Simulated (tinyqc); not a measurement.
Millisecond and nanosecond annealing: surface heating, thermal budget and solid-phase regrowth: one step, computed by the program tinyqc. Command: `OMP_NUM_THREADS=1 python tinyqc.py 3002465 3002466 out.jsonl flash walk`. One thread of a shared host (Intel(R) Xeon(R) Processor @ 2.30GHz), about 0.01 s of CPU time with the checks.

A square pulse heats the surface of a thick wafer with constant thermal properties; losses by radiation are neglected and silicon melts at 1414 C.

Task: Thermal budget. Absorbed flux q = (1 - R) fluence/t_p; kappa = k/c. With f(z, t) = (2 q/k) sqrt(kappa t) ierfc(z/(2 sqrt(kappa t))), ierfc(x) = exp(-x^2)/sqrt(pi) - x erfc(x): T = T0 + f(z, t) during the pulse and T0 + f(z, t) - f(z, t - t_p) after it. Temperatures in kelvin are T(C) + 273.15. Integrate exp(-E/(k_B T(t))) at the surface from 0 to 10 t_p (Gauss-Legendre, 60 points in sqrt(t) up to t_p and 60 in sqrt(t - t_p) after it). (Dt) = D0 x integral with E; regrowth = v0 x integral with E_v; effective time = integral/exp(-E/(k_B T_peak)).

Inputs (values chosen for the exercise, modelled on hot silicon with phosphorus):
```
quantity,value,unit
incident fluence,41.6,J/cm^2
pulse length t_p,0.0037,s
reflectance R,0.36,-
thermal conductivity k,0.31,W/(cm K)
heat capacity per volume c,2.33,J/(cm^3 K)
preheat temperature T0,500,C
wafer thickness d,775,um
dopant prefactor D0,4.72,cm^2/s
dopant activation energy E,3.71,eV
regrowth prefactor v0,3.4e+08,cm/s
regrowth energy E_v,2.71,eV
```

Source: flash lamp.

peak temperature = 1081.124 C

Constants: k_B = 8.617333262e-05 eV/K.

Give: budget (Dt); diffusion length 2 sqrt(Dt); effective time over t_p; possible regrowth.

Result:

budget (Dt) = 3.836e-17 cm^2

diffusion length 2 sqrt(Dt) = 0.1239 nm

effective time over t_p = 0.1406

possible regrowth = 198.7 nm

Caution: heat reaches the back of the wafer, which is no longer thick. Caution: equilibrium diffusivities are used; implant damage enhances diffusion, and k and c vary with temperature. Caution: a diffusion length below the atomic spacing of 0.235 nm means about one jump per atom or fewer, so the profile does not change measurably.
